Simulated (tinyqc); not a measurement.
Worked calculation: UHF in the 3-21g basis, for H3-, spin multiplicity 1. The basis has no diffuse functions, so it cannot describe the extra electron: this is an exercise in the method, not the real anion. This run ends on a higher stationary point, not on the lowest solution. One step of it, computed by the program tinyqc.

Question. Iteration 1: building the Fock matrix. J_ij = sum D_kl (ij|kl) with D = D(alpha) + D(beta), K_ij = sum D_kl (ik|jl) for each spin; F = H + J - K(s); E = tr D H + tr D J / 2 - 0.5 sum_s tr D(s) K(s) + E_nn.

D(alpha) at the start, order 1H 1s, 1H 2s, 2H 1s, 2H 2s, 3H 1s, 3H 2s:
```
[[0.198934, 0.269745, -0.067688, -0.198794, 0.103945, 0.102697],
 [0.269745, 0.415065, -0.198788, -0.408363, 0.102771, 0.121456],
 [-0.067688, -0.198788, 0.255274, 0.368902, 0.047481, 0.003680],
 [-0.198794, -0.408363, 0.368902, 0.589447, 0.003599, -0.052523],
 [0.103945, 0.102771, 0.047481, 0.003599, 0.083867, 0.067439],
 [0.102697, 0.121456, 0.003680, -0.052523, 0.067439, 0.059439]]
```

D(beta) at the start, order 1H 1s, 1H 2s, 2H 1s, 2H 2s, 3H 1s, 3H 2s:
```
[[0.121951, 0.134401, -0.015332, -0.106786, 0.128579, 0.146065],
 [0.134401, 0.177117, -0.106677, -0.246489, 0.146014, 0.197587],
 [-0.015332, -0.106677, 0.279917, 0.412240, -0.029508, -0.131721],
 [-0.106786, -0.246489, 0.412240, 0.665662, -0.131731, -0.290528],
 [0.128579, 0.146014, -0.029508, -0.131731, 0.136207, 0.159444],
 [0.146065, 0.197587, -0.131721, -0.290528, 0.159444, 0.221172]]
```

core Hamiltonian H = T + V (hartree), order 1H 1s, 1H 2s, 2H 1s, 2H 2s, 3H 1s, 3H 2s:
```
[[-1.050058, -1.056316, -0.287663, -0.568457, -0.288282, -0.568935],
 [-1.056316, -1.241685, -0.568415, -0.902087, -0.568955, -0.902556],
 [-0.287663, -0.568415, -1.049876, -1.056200, -0.287861, -0.568568],
 [-0.568457, -0.902087, -1.056200, -1.241554, -0.568630, -0.902237],
 [-0.288282, -0.568955, -0.287861, -0.568630, -1.050144, -1.056371],
 [-0.568935, -0.902556, -0.568568, -0.902237, -1.056371, -1.241746]]
```

Two-electron integrals (ij|kl) in chemists' order, unique and non-zero (hartree):
```
(11|11) 1.140145   (21|11) 0.611403   (21|21) 0.345152   (22|11) 0.626370
(22|21) 0.380329   (22|22) 0.482957   (31|11) 0.077367   (31|21) 0.045957
(31|22) 0.054858   (31|31) 0.010290   (32|11) 0.152209   (32|21) 0.095746
(32|22) 0.130777   (32|31) 0.023896   (32|32) 0.071398   (33|11) 0.438107
(33|21) 0.281123   (33|22) 0.406561   (33|31) 0.077367   (33|32) 0.268474
(33|33) 1.140145   (41|11) 0.268474   (41|21) 0.152901   (41|22) 0.171002
(41|31) 0.023896   (41|32) 0.050937   (41|33) 0.152209   (41|41) 0.071398
(42|11) 0.343260   (42|21) 0.211367   (42|22) 0.278185   (42|31) 0.038546
(42|32) 0.102652   (42|33) 0.343260   (42|41) 0.102652   (42|42) 0.186798
(43|11) 0.281123   (43|21) 0.179484   (43|22) 0.257208   (43|31) 0.045957
(43|32) 0.152901   (43|33) 0.611403   (43|41) 0.095746   (43|42) 0.211367
(43|43) 0.345152   (44|11) 0.406561   (44|21) 0.257208   (44|22) 0.365330
(44|31) 0.054858   (44|32) 0.171002   (44|33) 0.626370   (44|41) 0.130777
(44|42) 0.278185   (44|43) 0.380329   (44|44) 0.482957   (51|11) 0.077602
(51|21) 0.046093   (51|22) 0.055013   (51|31) 0.007579   (51|32) 0.016880
(51|33) 0.050394   (51|41) 0.022067   (51|42) 0.034177   (51|43) 0.032020
(51|44) 0.044509   (51|51) 0.010346   (52|11) 0.152432   (52|21) 0.095880
(52|22) 0.130941   (52|31) 0.016857   (52|32) 0.043696   (52|33) 0.137920
(52|41) 0.046629   (52|42) 0.086509   (52|43) 0.087588   (52|44) 0.123162
(52|51) 0.023987   (52|52) 0.071535   (53|11) 0.050321   (53|21) 0.031973
(53|22) 0.044438   (53|31) 0.007567   (53|32) 0.022025   (53|33) 0.077442
(53|41) 0.016854   (53|42) 0.034118   (53|43) 0.046000   (53|44) 0.054907
(53|51) 0.007585   (53|52) 0.022043   (53|53) 0.010308   (54|11) 0.137888
(54|21) 0.087565   (54|22) 0.123115   (54|31) 0.016847   (54|32) 0.046590
(54|33) 0.152280   (54|41) 0.043681   (54|42) 0.086456   (54|43) 0.095789
(54|44) 0.130829   (54|51) 0.022073   (54|52) 0.069638   (54|53) 0.023925
(54|54) 0.071442   (55|11) 0.438368   (55|21) 0.281283   (55|22) 0.406732
(55|31) 0.050287   (55|32) 0.137816   (55|33) 0.438191   (55|41) 0.137855
(55|42) 0.276990   (55|43) 0.281174   (55|44) 0.406616   (55|51) 0.077602
(55|52) 0.268743   (55|53) 0.077442   (55|54) 0.268560   (55|55) 1.140145
(61|11) 0.268743   (61|21) 0.153053   (61|22) 0.171169   (61|31) 0.022023
(61|32) 0.046608   (61|33) 0.137901   (61|41) 0.069617   (61|42) 0.098871
(61|43) 0.087577   (61|44) 0.123151   (61|51) 0.023987   (61|52) 0.051051
(61|53) 0.016868   (61|54) 0.046641   (61|55) 0.152432   (61|61) 0.071535
(62|11) 0.343509   (62|21) 0.211517   (62|22) 0.278371   (62|31) 0.034105
(62|32) 0.086459   (62|33) 0.277053   (62|41) 0.098845   (62|42) 0.173113
(62|43) 0.174069   (62|44) 0.242143   (62|51) 0.038672   (62|52) 0.102816
(62|53) 0.034133   (62|54) 0.098873   (62|55) 0.343509   (62|61) 0.102816
(62|62) 0.187014   (63|11) 0.137831   (63|21) 0.087532   (63|22) 0.123082
(63|31) 0.022011   (63|32) 0.069573   (63|33) 0.268560   (63|41) 0.046583
(63|42) 0.098811   (63|43) 0.152949   (63|44) 0.171055   (63|51) 0.016884
(63|52) 0.046626   (63|53) 0.023925   (63|54) 0.050973   (63|55) 0.152280
(63|61) 0.043703   (63|62) 0.086483   (63|63) 0.071442   (64|11) 0.277010
(64|21) 0.174038   (64|22) 0.242087   (64|31) 0.034095   (64|32) 0.098803
(64|33) 0.343340   (64|41) 0.086440   (64|42) 0.173055   (64|43) 0.211415
(64|44) 0.278245   (64|51) 0.034182   (64|52) 0.098890   (64|53) 0.038586
(64|54) 0.102704   (64|55) 0.343340   (64|61) 0.086517   (64|62) 0.173140
(64|63) 0.102704   (64|64) 0.186867   (65|11) 0.281283   (65|21) 0.179580
(65|22) 0.257308   (65|31) 0.031951   (65|32) 0.087521   (65|33) 0.281174
(65|41) 0.087543   (65|42) 0.174024   (65|43) 0.179515   (65|44) 0.257240
(65|51) 0.046093   (65|52) 0.153053   (65|53) 0.046000   (65|54) 0.152949
(65|55) 0.611403   (65|61) 0.095880   (65|62) 0.211517   (65|63) 0.095789
(65|64) 0.211415   (65|65) 0.345152   (66|11) 0.406732   (66|21) 0.257308
(66|22) 0.365439   (66|31) 0.044405   (66|32) 0.123060   (66|33) 0.406616
(66|41) 0.123083   (66|42) 0.242061   (66|43) 0.257240   (66|44) 0.365365
(66|51) 0.055013   (66|52) 0.171169   (66|53) 0.054907   (66|54) 0.171055
(66|55) 0.626370   (66|61) 0.130941   (66|62) 0.278371   (66|63) 0.130829
(66|64) 0.278245   (66|65) 0.380329   (66|66) 0.482957
```

nuclear repulsion = 1.31780761 hartree

Give: Coulomb J; exchange K(alpha); exchange K(beta); F(alpha); F(beta); total energy of this density.

Answer.

Coulomb J (hartree), order 1H 1s, 1H 2s, 2H 1s, 2H 2s, 3H 1s, 3H 2s:
```
[[2.240, 1.350, 0.245, 0.647, 0.231, 0.642],
 [1.350, 1.749, 0.703, 1.194, 0.615, 1.149],
 [0.245, 0.703, 2.576, 1.517, 0.240, 0.702],
 [0.647, 1.194, 1.517, 1.873, 0.619, 1.179],
 [0.231, 0.615, 0.240, 0.619, 2.082, 1.272],
 [0.642, 1.149, 0.702, 1.179, 1.272, 1.691]]
```

exchange K(alpha) (hartree), order 1H 1s, 1H 2s, 2H 1s, 2H 2s, 3H 1s, 3H 2s:
```
[[0.622, 0.483, 0.058, 0.216, 0.208, 0.307],
 [0.483, 0.478, 0.234, 0.339, 0.271, 0.374],
 [0.058, 0.234, 0.759, 0.562, 0.159, 0.295],
 [0.216, 0.339, 0.562, 0.524, 0.240, 0.362],
 [0.208, 0.271, 0.159, 0.240, 0.342, 0.321],
 [0.307, 0.374, 0.295, 0.362, 0.321, 0.385]]
```

exchange K(beta) (hartree), order 1H 1s, 1H 2s, 2H 1s, 2H 2s, 3H 1s, 3H 2s:
```
[[0.435, 0.374, 0.104, 0.219, 0.230, 0.296],
 [0.374, 0.416, 0.269, 0.349, 0.300, 0.379],
 [0.104, 0.269, 0.819, 0.597, 0.091, 0.262],
 [0.219, 0.349, 0.597, 0.544, 0.216, 0.347],
 [0.230, 0.300, 0.091, 0.216, 0.469, 0.394],
 [0.296, 0.379, 0.262, 0.347, 0.394, 0.427]]
```

F(alpha) (hartree), order 1H 1s, 1H 2s, 2H 1s, 2H 2s, 3H 1s, 3H 2s:
```
[[0.568, -0.189, -0.101, -0.137, -0.265, -0.234],
 [-0.189, 0.029, -0.099, -0.047, -0.224, -0.128],
 [-0.101, -0.099, 0.767, -0.102, -0.206, -0.162],
 [-0.137, -0.047, -0.102, 0.107, -0.190, -0.085],
 [-0.265, -0.224, -0.206, -0.190, 0.690, -0.105],
 [-0.234, -0.128, -0.162, -0.085, -0.105, 0.065]]
```

F(beta) (hartree), order 1H 1s, 1H 2s, 2H 1s, 2H 2s, 3H 1s, 3H 2s:
```
[[0.755, -0.080, -0.147, -0.141, -0.287, -0.223],
 [-0.080, 0.092, -0.134, -0.058, -0.254, -0.133],
 [-0.147, -0.134, 0.706, -0.136, -0.139, -0.129],
 [-0.141, -0.058, -0.136, 0.087, -0.166, -0.069],
 [-0.287, -0.254, -0.139, -0.166, 0.562, -0.178],
 [-0.223, -0.133, -0.129, -0.069, -0.178, 0.022]]
```

total energy of this density = -1.07886 hartree
